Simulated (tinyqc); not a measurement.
# Graded p-n junction, non-linear Poisson equation by Newton steps: effect of the grading length

One dimension, p side on the left, n side on the right; net doping C = (Nd - Na)/2 + ((Nd + Na)/2) tanh(x/Lg). The potential psi is counted from the intrinsic level, and the quasi-Fermi potentials are flat: 0 for holes and -V for electrons, so n = ni exp((psi + V)/Vt) and p = ni exp(-psi/Vt) (Boltzmann statistics, full ionisation, no current).

The Poisson equation d/dx(eps0 eps_r dpsi/dx) = -q (p - n + C) is solved on a mesh of more than 1000 nodes that ends in neutral material (psi_p = -Vt ln(Na/ni), psi_n = Vt ln(Nd/ni) - V). C_j = q d/dV of the integral of p over x, from the linearised equation. ni = sqrt(Nc Nv) exp(-Eg/(2 Vt)), Eg in volts. Depletion approximation: Vbi = Vt ln(Na Nd/ni^2), W = sqrt(2 eps0 eps_r (Vbi - V)(1/Na + 1/Nd)/q), xp = W Nd/(Na + Nd), xn = W Na/(Na + Nd), peak field 2 (Vbi - V)/W, capacitance eps0 eps_r/W. The abrupt values quoted are those of these depletion formulas.

Inputs (values chosen for the exercise); band and dielectric values close to those of silicon: temperature T = 300 K; band gap Eg = 1.1 eV; relative permittivity eps_r = 11.7; conduction-band density of states at T Nc = 2.84e19 cm^-3; valence-band density of states at T Nv = 2.6e19 cm^-3; acceptor density of the p side Na = 3.3e15 cm^-3; donor density of the n side Nd = 4.6e15 cm^-3; bias of the p side against the n side V = 0.38 V.

Constants: q = 1.602176634e-19 C, kB = 1.380649e-23 J/K, Vt = kB T/q, eps0 = 8.8541878128e-14 F/cm where lengths are in cm. Results are converted to the units shown.

Result of one run:
```
Lg (nm),peak |E| (kV/cm),C_j (nF/cm^2),eps0 eps_r/C_j (nm)
110,8.03,26.0,399
```

What becomes of these results when the grading length Lg is changed from 110 to 19 nm, all else the same?

Result of the changed run:
```
Lg (nm),peak |E| (kV/cm),C_j (nF/cm^2),eps0 eps_r/C_j (nm)
19,10.5,27.9,371
```

The whole series:
```
Lg (nm),peak |E| (kV/cm),C_j (nF/cm^2),eps0 eps_r/C_j (nm)
19,10.5,27.9,371
27,10.2,27.8,373
38,9.82,27.6,375
53,9.37,27.3,379
75,8.79,26.8,386
110,8.03,26.0,399
150,7.35,25.0,414
```

As Lg grows from 19 to 150 nm, the peak field falls from 10.5 to 7.35 kV/cm and C_j falls from 27.9 to 25.0 nF/cm^2. The abrupt depletion formulas give 12.5 kV/cm and W = 420 nm; the first row's field is 16 % below that and the last row's 41 % below it. The same voltage drops over a longer distance, so the field falls.

Numbers from tinyqc (`OMP_NUM_THREADS=1 python tinyqc.py 2000113 2000114 out.jsonl`; about 0.02 s on one thread of a shared Intel Xeon 2.30GHz).
